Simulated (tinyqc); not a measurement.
A chain with two barriers and dephasing by Buettiker voltage probes: two steps of the calculation.

Sites 1 to 5 form a chain with hopping -t. Lead L joins site 1 and lead R site 5, both semi-infinite chains with hopping -t and site energy 0. Every site carries a probe with self-energy -i Gamma_p/2 that draws no net current. Linear response at zero temperature: mu_L = 1, mu_R = 0 in units of the bias.

Parameters, values chosen for the exercise: hopping (matrix element -t) t = 1 eV; site energies 1 to N U = [1.8, 0, 0, 0, 3.7] eV; Fermi energy E = -0.59 eV; probe broadening Gamma_p gp = 0.23 eV.

Constants: q = 1.602176634e-19 C, h = 6.62607015e-34 J s. Results are converted to the units shown.

Question 1. Green function. Sigma = t^2 g(E), g(x) = (x - i sqrt(4 t^2 - x^2))/(2 t^2) for |x| < 2 t and (x - sign(x) sqrt(x^2 - 4 t^2))/(2 t^2) otherwise; Gamma = -2 Im Sigma; G = (E - H - Sigma_L - Sigma_R + i Gamma_p/2)^(-1).

Wanted: Sigma; Gamma; G.

Answer 1.

Sigma = -0.2950-0.9555i eV
Gamma = 1.911 eV

G (1/eV):
```
	1	2	3	4	5
1	-0.345-0.404i	-0.155-0.478i	0.198+0.140i	0.289+0.538i	0.034+0.144i
2	-0.155-0.478i	-0.837-0.834i	0.566+0.082i	1.180+0.817i	0.224+0.265i
3	0.198+0.140i	0.566+0.082i	0.145-0.157i	0.502-0.191i	0.129-0.013i
4	0.289+0.538i	1.180+0.817i	0.502-0.191i	-0.906-0.988i	-0.150-0.287i
5	0.034+0.144i	0.224+0.265i	0.129-0.013i	-0.150-0.287i	-0.251-0.139i
```

Question 2. Probe potentials and effective transmission. No current into probe p: W mu = T_pL with W_pp = T_pL + T_pR + sum_q T_pq and W_pq = -T_pq. Then T_eff = T_RL + sum_p T_pR mu_p, and the resistance is (h/2q^2)/T_eff.

T_RL = 0.079472798

```
probe	T_pL	T_pR
1	0.12412934	0.009565042
2	0.11085711	0.052942408
3	0.02594935	0.007403768
4	0.16361951	0.046160189
5	0.00956504	0.036092065
```

T_pq:
```
	1	2	3	4	5
1	0.00000000	0.01334234	0.00312316	0.01969262	0.00115121
2	0.01334234	0.00000000	0.01728668	0.10899844	0.00637195
3	0.00312316	0.01728668	0.00000000	0.01524296	0.00089109
4	0.01969262	0.10899844	0.01524296	0.00000000	0.00555566
5	0.00115121	0.00637195	0.00089109	0.00555566	0.00000000
```

Find: W; mu_p; T_eff; resistance.

Answer 2.

W:
```
	1	2	3	4	5
1	0.17100	-0.01334	-0.00312	-0.01969	-0.00115
2	-0.01334	0.30980	-0.01729	-0.10900	-0.00637
3	-0.00312	-0.01729	0.06990	-0.01524	-0.00089
4	-0.01969	-0.10900	-0.01524	0.35927	-0.00556
5	-0.00115	-0.00637	-0.00089	-0.00556	0.05963
```

mu_p, probe 1 to 5: 0.88463  0.71136  0.75607  0.75699  0.33534
T_eff = 0.17824
resistance = 72.411 kohm

Program tinyqc, `OMP_NUM_THREADS=1 python tinyqc.py 2700038 2700039 out.jsonl`; Intel Xeon 2.30GHz, shared host, one thread, about 0.01 s.
